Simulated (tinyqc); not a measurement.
Ellipsoidal valleys in the axes of a wafer and a channel: sweeps and comparisons. A value that a table varies takes the place of the one given here.

Valleys with axes a along x, y and z, two valleys each; inverse mass tensor w = 1/mt + (1/ml - 1/mt) a a. Device axes: z = nz/|nz|, x = nx/|nx|, y = z cross x; in them a = (ax, ay, az). Confinement mass mz = 1/w_zz. In the plane w_ij is replaced by u_ij = w_ij - w_iz w_jz/w_zz (i, j = x, y); density-of-states mass md = 1/sqrt(det u); conductivity mass along x mc = 1/u_xx; ballistic transport mass mx = u_yy/det u, width mass my = 1/u_yy.

Hard walls: E_n = c (n pi/t)^2/mz, c = hbar^2/2m0, n = 1, 2, 3. Non-degenerate share of a valley proportional to md sum_n exp(-E_n/kT); mean 1/mc = sum of share/mc. 1 nm = 10 angstrom.

Constants: hbar^2/2m0 = 3.80998211 eV angstrom^2; kB = 8.617333262e-05 eV/K.

Parameters, chosen for this exercise (near those of the Delta valleys of Si; shifted at random, so the results belong to these values and not to a real crystal): ml = 0.924 m0 (longitudinal mass); mt = 0.187 m0 (transverse mass); t = 7.9 nm (thickness of the film); T = 300 K (temperature); nz = (1, 1, 0) (surface normal (confinement)); nx = (0, 0, 1) (channel direction).

## Wafer and channel orientation

For each face/channel: the lowest ladder (mz, number of valleys, md, E1, share) and the mean conductivity mass over all valleys.

Results:

| face/channel | mz | valleys | md | E1 (meV) | share | mean mc |
|---|---|---|---|---|---|---|
| (210)/[001] | 0.517 | 2 | 0.250 | 11.7 | 0.439 | 0.2365 |
| (110)/[1-11] | 0.311 | 4 | 0.322 | 19.4 | 0.734 | 0.3093 |
| (001)/[110] | 0.924 | 2 | 0.187 | 6.5 | 0.487 | 0.2350 |
| (113)/[1-10] | 0.538 | 2 | 0.245 | 11.2 | 0.444 | 0.2458 |
| (001)/[100] | 0.924 | 2 | 0.187 | 6.5 | 0.487 | 0.2350 |
| (110)/[001] | 0.311 | 4 | 0.322 | 19.4 | 0.734 | 0.2374 |
| (111)/[1-10] | 0.255 | 6 | 0.356 | 23.7 | 1.000 | 0.2932 |

The mean conductivity mass is lowest, 0.2350, for (001)/[110] and (001)/[100] and highest, 0.3093, for (110)/[1-11]; the bulk value is 0.2547. The confinement energy is lowest on the face with the heaviest mz ((001), 7 meV). The density of states of the lowest ladder, valleys times md, runs between 0.374 and 2.137; a small value limits the charge through the quantum capacitance.

## Thickness of the film

Share of the lowest ladder and mean conductivity mass.

Results:

| t (nm) | lowest E1 (meV) | spread of E1 (meV) | share of the lowest ladder | mean mc |
|---|---|---|---|---|
| 2.0 | 302.2 | 200.5 | 1.000 | 0.1870 |
| 3.0 | 134.3 | 89.1 | 0.980 | 0.1901 |
| 4.0 | 75.6 | 50.1 | 0.915 | 0.2006 |
| 5.0 | 48.4 | 32.1 | 0.843 | 0.2137 |
| 7.0 | 24.7 | 16.4 | 0.754 | 0.2327 |
| 10.0 | 12.1 | 8.0 | 0.710 | 0.2434 |
| 14.0 | 6.2 | 4.1 | 0.688 | 0.2488 |

The spread falls as 1/t^2 and passes kT = 25.9 meV between t = 5 and 7 nm; the share of the lowest ladder goes from 1.000 to 0.688 and the mean mass goes from 0.1870 to 0.2488, against 0.2547 for equal shares, the limit of a thick film (the bulk value 3/(1/ml + 2/mt) is 0.2547). Three subbands a valley become too few once E3 nears kT. In the thinnest rows E1 (302 meV) is beyond the parabolic range.

## What each parameter does

Lowest E1, its share and the mean conductivity mass. Each row changes one parameter from the base and keeps the others.

Results:

| case | lowest E1 (meV) | share | mean mc (m0) |
|---|---|---|---|
| base | 19.37 | 0.7340 | 0.2374 |
| ml = 0.832 m0 | 19.73 | 0.7322 | 0.2360 |
| mt = 0.206 m0 | 17.88 | 0.7262 | 0.2617 |
| t = 7.11 nm | 23.91 | 0.7509 | 0.2334 |
| T = 330 K | 19.37 | 0.7278 | 0.2389 |

The largest shifts from the base row, up to three for each result and ties (the steps differ in size, so this ranks the rows, not the parameters). lowest E1 (meV): t +4.54, mt -1.49, ml +0.36; unchanged at the printed digits by T. share: t +0.0170, mt -0.0078, T -0.0062. mean mc (m0): mt +0.0243, t -0.0040, T +0.0015.

Run: tinyqc, `OMP_NUM_THREADS=1 python tinyqc.py 1880069 1880070 out.jsonl`; Intel(R) Xeon(R) Processor @ 2.30GHz, one thread, shared host; about 0.01 s of CPU time with all checks.
